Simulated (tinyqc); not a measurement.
Single-oscillator infrared dielectric function of a polar cubic crystal: one step, computed by the program tinyqc.

One ion pair, charges +Z* and -Z*, in a cell of volume Omega = a^3/4. Frequencies omega are given as wavenumbers (1/cm); eps_s is the static dielectric constant.

Question. Optical constants at the probe frequency. eps(omega) = eps_inf + W^2/(omega_TO^2 - omega^2 - i gamma omega); n + i k = sqrt(eps) with k >= 0; R = |(n + i k - 1)/(n + i k + 1)|^2 at normal incidence from vacuum. omega is the probe ratio times omega_TO. Intensity decays over 1/(4 pi omega k); the loss function is Im(-1/eps).

Inputs (values chosen for the exercise, modelled on sodium chloride):

| quantity | value | unit |
|---|---|---|
| omega_TO | 164 | 1/cm |
| eps_inf | 2.25 | - |
| phonon damping gamma | 5.8 | 1/cm |
| probe frequency / omega_TO | 0.994 | - |

Structure: rock salt. Free carriers: absent.

W = 311.3313 1/cm

Give: omega; Re eps; Im eps; n; k; reflectivity R; penetration depth of the intensity; loss function.

Answer.

omega = 163.016 1/cm

Re eps = 33.52

Im eps = 91.87

n = 8.103

k = 5.669

reflectivity R = 0.7182

penetration depth of the intensity = 0.8611 micrometre

loss function = 0.009606

Re eps is positive, but k is a large share of n: the wave is absorbed within about a wavelength.
